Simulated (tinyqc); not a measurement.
Inside a calculation. Method: plane-wave Kohn-Sham cycle with exchange-only LDA in a layered model solid. One step of it, computed by the program tinyqc.

Problem. Iteration 1: levels at that k. Diagonalise the Hermitian matrix.

H (hartree):
```
,-3,-2,-1,+0,+1,+2,+3
-3,1.096424,-0.120000,0.000000,0.000000,0.000000,0.000000,0.000000
-2,-0.120000,0.320580,-0.120000,0.000000,0.000000,0.000000,0.000000
-1,0.000000,-0.120000,-0.110445,-0.120000,0.000000,0.000000,0.000000
+0,0.000000,0.000000,-0.120000,-0.196650,-0.120000,0.000000,0.000000
+1,0.000000,0.000000,0.000000,-0.120000,0.061965,-0.120000,0.000000
+2,0.000000,0.000000,0.000000,0.000000,-0.120000,0.665399,-0.120000
+3,0.000000,0.000000,0.000000,0.000000,0.000000,-0.120000,1.613654
```

Give: eigenvalues.

Solution.

eigenvalues (hartree): -0.315  -0.084  0.096  0.336  0.674  1.115  1.629
